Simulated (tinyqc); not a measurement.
Square-lattice Ising model by mean field, Bethe lattice, transfer matrix, exact enumeration and Monte Carlo steps: one step, computed by the program tinyqc.

H = -J sum over nearest pairs s_i s_j, s = +-1, no field, periodic boundaries; energies per site are in J. As a lattice gas or an alloy, s marks which species holds the site.

Problem. Reduced coupling. K = J/(k_B T). Onsager: k_B T_c/J = 2/ln(1 + sqrt 2); mean field: 4; Bethe lattice with z = 4: 2/ln 2.

Inputs (values chosen for the exercise, for a model lattice): coupling J = 31.5 meV; temperature T = 1630 K.

Constants: k_B = 8.617333262e-05 eV/K.

Give: K; critical temperatures.

Solution.

K = 0.22426

critical temperatures (K): exact 829.5, Bethe 1054.7, mean field 1462.2

T lies above all three.
